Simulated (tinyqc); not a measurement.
What moves the results: coherent potential approximation for a binary alloy with a semi-elliptic band. A value that a table varies takes the place of the one given here.

Site levels eA = -x d (share 1 - x) and eB = (1 - x) d (share x), so that their mean, the virtual crystal, is 0. Pure band: G0(z) = 2 (z - sqrt(z - W) sqrt(z + W))/W^2 with principal roots, density -Im G/pi per site. The medium has a self-energy S(z), G = G0(z - S), z = E + i eta. t_i = (e_i - S)/(1 - (e_i - S) G); the CPA demands <t> = (1 - x) tA + x tB = 0. Iteration: start at S = 0, set S(new) = S + <t>/(1 + <t> G), stop when |<t>| < 1e-9 eV.

Parameters, chosen for this exercise:
- W = 1.6 eV (half width of the pure band)
- x = 0.48 (fraction of B)
- d = 0.33 eV (eB - eA)
- eta = 0.032 eV (broadening)
- E1 = -1.8 eV (first energy)
- dE = 0.25 eV (step)
- E = 0.88 eV (energy)

## Virtual crystal, CPA and unmixed bands

Fifteen energies E1 + j dE. Virtual crystal: G0(z). Unmixed: (1 - x) G0(z - eA) + x G0(z - eB), the limit of large separate grains.

Densities (1/eV) and self-energy (eV):

| E (eV) | virtual crystal | CPA | unmixed | Re S | Im S |
|---|---|---|---|---|---|
| -1.80 | 0.0094 | 0.0104 | 0.0160 | -0.0206 | -0.0008 |
| -1.55 | 0.0954 | 0.1172 | 0.1048 | -0.0287 | -0.0089 |
| -1.30 | 0.2244 | 0.2291 | 0.2127 | -0.0259 | -0.0180 |
| -1.05 | 0.2925 | 0.2916 | 0.2874 | -0.0219 | -0.0237 |
| -0.80 | 0.3367 | 0.3326 | 0.3335 | -0.0174 | -0.0279 |
| -0.55 | 0.3658 | 0.3595 | 0.3632 | -0.0125 | -0.0309 |
| -0.30 | 0.3830 | 0.3754 | 0.3807 | -0.0072 | -0.0330 |
| -0.05 | 0.3898 | 0.3817 | 0.3877 | -0.0017 | -0.0339 |
| 0.20 | 0.3869 | 0.3789 | 0.3847 | 0.0040 | -0.0338 |
| 0.45 | 0.3740 | 0.3668 | 0.3716 | 0.0095 | -0.0325 |
| 0.70 | 0.3499 | 0.3445 | 0.3470 | 0.0149 | -0.0301 |
| 0.95 | 0.3124 | 0.3097 | 0.3083 | 0.0199 | -0.0265 |
| 1.20 | 0.2555 | 0.2573 | 0.2480 | 0.0245 | -0.0215 |
| 1.45 | 0.1613 | 0.1728 | 0.1330 | 0.0284 | -0.0140 |
| 1.70 | 0.0153 | 0.0192 | 0.0581 | 0.0245 | -0.0016 |

What does this show, and why?

d/W = 0.21. CPA and virtual crystal differ by at most 0.022 1/eV, at -1.55 eV, against a peak of 0.398 for the pure band. |Im S| is largest at -0.05 eV (Im S = -0.034 eV); where the density is near zero this is no damping of states. On these rows the CPA density keeps one maximum: the bands are amalgamated.

## Bowing of the band edge from disorder

For eta = 0 the CPA reads G = (1 - x)/(y - eA) + x/(y - eB) with y = E - W^2 G/4; the lower edge is the maximum of E(y) = y + W^2 G(y)/4 for y < eA. The virtual crystal puts it at -W. Second order: -W - 2 x (1 - x) d^2/W, from S = x (1 - x) d^2 G0(-W), G0(-W) = -2/W.

Lower edge (eV):

| x | edge | edge + W | second order | (edge + W)/(x (1 - x)) |
|---|---|---|---|---|
| 0.05 | -1.6047 | -0.0047 | -0.0065 | -0.0988 |
| 0.10 | -1.6091 | -0.0091 | -0.0123 | -0.1013 |
| 0.25 | -1.6206 | -0.0206 | -0.0255 | -0.1100 |
| 0.40 | -1.6290 | -0.0290 | -0.0327 | -0.1208 |
| 0.50 | -1.6324 | -0.0324 | -0.0340 | -0.1297 |
| 0.60 | -1.6337 | -0.0337 | -0.0327 | -0.1403 |
| 0.75 | -1.6303 | -0.0303 | -0.0255 | -0.1616 |
| 0.90 | -1.6175 | -0.0175 | -0.0123 | -0.1946 |
| 0.95 | -1.6100 | -0.0100 | -0.0065 | -0.2107 |

second-order coefficient = -0.1361 eV

What can be read from the table?

Disorder pushes the edge below the virtual crystal, most at x = 0.6 (-34 meV). The coefficient runs from -0.099 at x = 0.05 to -0.211 eV at 0.95, against -0.136 in second order: it depends strongly on x and is largest in size where the low-lying A atoms are dilute and act as attractive impurities.

## When the band splits

x as given, d varied, eta as given. The density is taken at E = (eA + eB)/2 and at E = eA + eB = (1 - 2x) d, where S has its pole for well split bands; a gap shows as a density of the size of the broadening tail.

Between the two levels:

| d/W | d (eV) | density at the midpoint (1/eV) | density at (1 - 2x) d (1/eV) | Im S at the midpoint (eV) |
|---|---|---|---|---|
| 0.2 | 0.32 | 0.3823 | 0.3823 | -0.032 |
| 0.4 | 0.64 | 0.3583 | 0.3583 | -0.136 |
| 0.6 | 0.96 | 0.3150 | 0.3147 | -0.345 |
| 0.8 | 1.28 | 0.2448 | 0.2435 | -0.772 |
| 1.0 | 1.60 | 0.1371 | 0.1255 | -1.836 |
| 1.2 | 1.92 | 0.0380 | 0.0350 | -3.834 |
| 1.5 | 2.40 | 0.0128 | 0.0127 | -7.716 |
| 2.0 | 3.20 | 0.0053 | 0.0053 | -11.989 |

How do the results move?

The midpoint density falls from 0.382 to 0.0053 1/eV; it first drops below a tenth of the pure peak (0.040) at d/W = 1.2. At (1 - 2x) d the density drops below that mark at d/W = 1.2, so the bands have parted by then (this mark lags the true splitting), and is least, 0.0053, at d/W = 2. For x = 1/2 the two coincide and the band splits at d = W exactly; here x = 0.48. The size of Im Sigma at the midpoint is largest at d/W = 2. It is a lifetime only where the density there is finite; for well separated bands, d/W above 1/(2 sqrt(x (1 - x))), S has a pole in the gap at (1 - 2x) d.

## What each parameter does

Converged values at E. Each row changes one parameter from the base and keeps the others.

Results:

| case | Re S (eV) | Im S (eV) | density (1/eV) |
|---|---|---|---|
| base | 0.0186 | -0.0276 | 0.3209 |
| W = 1.76 eV | 0.0154 | -0.0263 | 0.3034 |
| x = 0.53 | 0.0190 | -0.0264 | 0.3213 |
| d = 0.363 eV | 0.0226 | -0.0334 | 0.3202 |
| eta = 0.064 eV | 0.0181 | -0.0270 | 0.3137 |
| E = 1.04 eV | 0.0217 | -0.0249 | 0.2933 |

What does this show?

The largest shifts from the base row, up to three for each result and ties (the steps differ in size, so this ranks the rows, not the parameters). Re S (eV): d +0.0040, W -0.0032, E +0.0031. Im S (eV): d -0.0057, E +0.0028, W +0.0014. density (1/eV): E -0.0276, W -0.0175, eta -0.0073.

tinyqc: `OMP_NUM_THREADS=1 python tinyqc.py 1450160 1450161 out.jsonl`; about 0.01 s, one thread, shared Intel(R) Xeon(R) Processor @ 2.30GHz.
